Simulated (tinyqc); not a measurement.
Global model of a low-pressure process discharge: electron temperature, density, ion flux and ion energy: one step, computed by the program tinyqc. Command: `OMP_NUM_THREADS=1 python tinyqc.py 3112455 3112456 out.jsonl plasma walk`. One thread of a shared host (Intel(R) Xeon(R) Processor @ 2.30GHz), about 0.01 s of CPU time with the checks.

Maxwellian electrons with temperature T_e in eV, one positive ion, no negative ions, uniform bulk density n; rate constants have the Arrhenius form.

Problem. Geometry factors. n_g = p/(k_B T_g); lambda_i = 1/(n_g sigma); h_L = 0.86/sqrt(3 + L/(2 lambda_i)), h_R = 0.8/sqrt(4 + R/lambda_i); A_eff = 2 pi R^2 h_L + 2 pi R L h_R; d_eff = pi R^2 L/A_eff.

Inputs (values chosen for the exercise, of the order of those of an inductive discharge in a simple atomic gas):
```
quantity                     value  unit
ion-neutral cross section  6.9e-19   m^2
pressure p                    0.17    Pa
gas temperature T_g            500     K
radius R                        11    cm
height L                        18    cm
```

Constants: k_B = 1.380649e-23 J/K.

Give: gas density n_g; ion mean free path; h_L; h_R; A_eff; d_eff.

Solution.

gas density n_g = 2.463e+19 1/m^3

ion mean free path = 5.885 cm

h_L = 0.4041

h_R = 0.3302

A_eff = 718.0 cm^2

d_eff = 9.529 cm
